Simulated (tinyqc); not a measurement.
# Capacitance measurement on a leaky thin oxide: effects of series resistance and leakage: what changes with what

The device is a capacitance C in parallel with a leakage conductance G, in series with Rs and Ls. An impedance meter reports either a parallel pair (Cp, Gp) from Y = 1/Z = Gp + i w Cp or a series pair (Cs, Rm) from Z = Rm + 1/(i w Cs); w = 2 pi f, dissipation D = Gp/(w |Cp|).

Values chosen for this exercise; values of the order met in thin-oxide MOS capacitors: relative permittivity of the gate insulator (close to silicon dioxide) eox = 3.9; insulator thickness tox = 2.1 nm; gate area A = 10000 um^2; oxide-equivalent thickness added by the accumulation layer zc = 0.39 nm; oxide-equivalent thickness added by gate depletion zp = 0 nm; gate leakage current density, not matched to the thickness Jg = 2.5 A/cm^2; voltage for an e-fold rise of the leakage Vs = 0.43 V; series resistance Rs = 510 ohm; series inductance Ls = 0 nH; measuring frequency f = 50000 Hz.

Constants: eps0 = 8.8541878128e-14 F/cm where lengths are in cm. Results are converted to the units shown.

Each table varies one quantity; the others keep the values above.

## Readings against frequency

EOT = 3.9 tox/eox; CET = EOT + zc + zp; C = 3.9 eps0 A/CET; G = Jg A/Vs. Z = Rs + i w Ls + 1/(G + i w C); CET read from Cp = 3.9 eps0 A/Cp; errors under 0.001 % are printed as 0.

The same in every row: C (pF) = 138.7.

Readings against frequency:
```
f (Hz),Cp (pF),Cs (pF),D,error of Cp (%),error of Cs (%),CET read from Cp (nm)
1000,82.50,6.174e7,865.1,-40.5,4.45e7,4.186
3000,82.50,6.860e6,288.4,-40.5,4.95e6,4.186
10000,82.50,6.175e5,86.51,-40.5,4.45e5,4.186
30000,82.49,6.874e4,28.85,-40.5,4.95e4,4.186
1e5,82.40,6313,8.695,-40.6,4450,4.190
3e5,81.64,824.7,3.017,-41.1,495,4.230
1e6,73.83,200.4,1.309,-46.8,44.5,4.677
3e6,40.10,145.5,1.622,-71.1,4.95,8.611
1e7,6.472,139.3,4.530,-95.3,0.445,53.36
3e7,0.7730,138.7,13.36,-99.4,0.0495,446.7
```

What does the table show?

D goes from 865 through a minimum of 1.31 (at f = 1e6 Hz among the rows listed) to 13.4; without inductance its minimum lies at f = sqrt(G (1 + G Rs)/Rs)/(2 pi C) = 1.40e6 Hz. The error of Cp goes from -40.5 to -99.4 % and that of Cs from 4.45e7 to 0.0495 %; at low frequency Cp tends to C/(1 + G Rs)^2 and Cs grows as 1 + (G/(w C))^2. One of the two readings is within 2 % of C for f = 1e7, 3e7 Hz. In every row D exceeds 1, where the accuracy of real meters degrades in proportion to sqrt(1 + D^2).

## Effect of the gate area

Same model as above.

Rs is held fixed.

Effect of the gate area:
```
A (um^2),C (pF),Cp (pF),Cs (pF),D,error of Cp (%),error of Cs (%),CET read from Cp (nm)
20,0.27736,0.27703,49.670,13.353,-0.118,1.78e4,2.4930
70,0.97076,0.96674,173.84,13.373,-0.414,1.78e4,2.5003
200,2.7736,2.7410,496.70,13.424,-1.18,1.78e4,2.5196
600,8.3208,8.0324,1490.1,13.583,-3.47,1.78e4,2.5794
2000,27.736,24.717,4967.0,14.140,-10.9,1.78e4,2.7941
5000,69.340,52.586,12417,15.334,-24.2,1.78e4,3.2834
10000,138.68,82.477,24835,17.324,-40.5,1.78e4,4.1868
40000,554.72,115.89,99339,29.261,-79.1,1.78e4,11.919
```

Read the table: what changes, and by how much?

As A goes from 20 to 40000, the error of Cp goes from -0.118 to -79.1 %, that of Cs from 17800 to 17800 %, and D rises from 13.4 to 29.3. The CET read from Cp goes from 2.49 to 11.9 nm against the true 2.49 nm. G/(w C) does not depend on the area, while G Rs and w C Rs grow with it. In every row D exceeds 1, where the accuracy of real meters degrades in proportion to sqrt(1 + D^2).

tinyqc, about 0.01 s, one thread, Intel Xeon 2.30GHz (shared host): `OMP_NUM_THREADS=1 python tinyqc.py 2022199 2022200 out.jsonl`
